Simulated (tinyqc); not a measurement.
# Ideality, saturation current and resistance from three points

Problem. Well above the saturation current a diode obeys V = n Vt ln(I/I0) + I Rs. Find n, Rs and I0.

Values chosen for this exercise:
- T = 300 K (temperature)

Constants: q = 1.602176634e-19 C, kB = 1.380649e-23 J/K, Vt = kB T/q. Results are converted to the units shown.

currents (A): 8e-6  0.0004  0.01
voltages (V): 0.80903125  0.97656038  1.2257355

Answer. V is linear in the three unknowns n Vt, Rs and -n Vt ln I0, so three points give a linear system.

n = 1.610
Rs = 12.00 ohm
I0 = 2.900e-14 A

Numbers from tinyqc (`OMP_NUM_THREADS=1 python tinyqc.py 2260128 2260129 out.jsonl`; about 0.01 s on one thread of a shared Intel Xeon 2.30GHz).
